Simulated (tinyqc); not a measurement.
Landau levels of a parabolic two-dimensional band: one step. The lowest levels. Two cases, with inputs chosen for the exercise.

Problem. List the eight lowest, in meV, with the gap to the next.

E(N, s) = (N + 1/2) hbar wc + s gs muB B with s = +/-1/2.

In a field B along z: l = 1/sqrt((e/hbar) B) is the magnetic length, n_B = B/(h/e) the number of states per area in one level, hbar wc = 2 muB B/m for mass m in m0; 1/angstrom^2 = 1e16/cm^2.

Constants: hbar^2/2m0 = 3.80998211 eV angstrom^2; e/hbar = 1.519267448e-05 1/(T angstrom^2); h/e = 413566.7697 T angstrom^2; muB = 5.788381798e-05 eV/T.

Case 1.

Values chosen (near those of a two-dimensional electron gas in Ge (111); the results hold for these values, not for the real material):
- m = 0.0824 m0 (mass)
- gs = 0.84 (g factor)
- gv = 1 (valleys)
- B = 5.5 T (magnetic field)

Case 2.

Values chosen (near those of a two-dimensional electron gas in GaN; the results hold for these values, not for the real material):
- m = 0.1928 m0 (mass)
- gs = 1.92 (g factor)
- gv = 1 (valleys)
- B = 6 T (magnetic field)

Give: a table of label, E (meV), gap above (meV).

Solution.

Case 1.

Levels:
```
label  E (meV)  gap above (meV)
0-       3.730            0.267
0+       3.997            7.460
1-      11.457            0.267
1+      11.725            7.460
2-      19.184            0.267
2+      19.452            7.460
3-      26.912            0.267
3+      27.179            7.460
```

The largest of these gaps, 7.46 meV, first occurs above level 0+ and is kB T at 87 K.

Case 2.

Levels:
```
label  E (meV)  gap above (meV)
0-       1.468            0.667
0+       2.135            2.936
1-       5.071            0.667
1+       5.738            2.936
2-       8.673            0.667
2+       9.340            2.936
3-      12.276            0.667
3+      12.943            2.936
```

The largest of these gaps, 2.94 meV, first occurs above level 0+ and is kB T at 34 K.

Computed by tinyqc, one run a case: `OMP_NUM_THREADS=1 python tinyqc.py N N+1 out.jsonl` with N = 1280385, 1280811; one thread of a shared Intel(R) Xeon(R) Processor @ 2.30GHz, about 0.01 s a run at most.
